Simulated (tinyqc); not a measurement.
What each parameter does: inter-valley coupling by envelope functions against a chain of atomic planes.

Chain: E(phi) = e0 + 2 v cos(phi) + 2 u cos(2 phi), cos(phi0) = -v/(4u), e0 = 2u + v^2/(4u); plane j = 0, 1, ... has the potential V_j = dE x_j + F (j - 30) a/4 (1 MV/m = 1e-4 V/angstrom). There are 30 barrier planes a side; with y = j - 29.5, x_j = xb (f(y) + f(Nw - y)), f(y) = 1/(1 + exp(y/L)), plus any Ge added in the well. The valley splitting is the spacing of the two lowest levels. Envelope theory: F_j solves a one-valley chain with hopping -b and diagonal 2b + V_j, b = 4u sin^2(phi0), sum F_j^2 = 1; the valleys couple by Dv = sum_j F_j^2 V_j exp(-2 i phi0 j) and split by 2|Dv|.

Inputs chosen for the exercise (near those of the Delta valleys of silicon in a SiGe well; shifted at random, so the results belong to these values and not to a real crystal):
```
symbol  value  unit      meaning
a       5.431  angstrom  lattice constant; planes lie a/4 apart
u       0.599  eV        second-neighbour hopping
v       0.613  eV        nearest hopping
Nw      50               planes in the well
L       0.75   planes    interface width
xb      0.27             Ge fraction of the barriers
dE      0.62   eV        offset per unit Ge fraction
F       8      MV/m      field
js      56               plane j of a Ge spike (the well starts at j = 30)
xs      0.12             Ge fraction added on that plane
```

Chain with the spike on plane js. Each row changes one parameter from the base and keeps the others.

Results:
```
case             level (meV)  splitting (micro-eV)
base                  29.204                2220.9
Nw = 56               29.158                2236.3
L = 1.25 planes       29.956                2360.9
xb = 0.32             29.663                2329.5
dE = 0.682 eV         29.550                2449.8
F = 10 MV/m           33.013                1790.6
js = 59               28.828                1439.4
xs = 0.156            29.435                2684.0
```

The largest shifts from the base row, up to three for each result and ties (the steps differ in size, so this ranks the rows, not the parameters). level (meV): F +3.809, L +0.752, xb +0.460. splitting (micro-eV): js -781.6, xs +463.1, F -430.4.

(tinyqc, `OMP_NUM_THREADS=1 python tinyqc.py 1480392 1480393 out.jsonl`, Intel(R) Xeon(R) Processor @ 2.30GHz, 1 thread, shared host, about 0.08 s.)
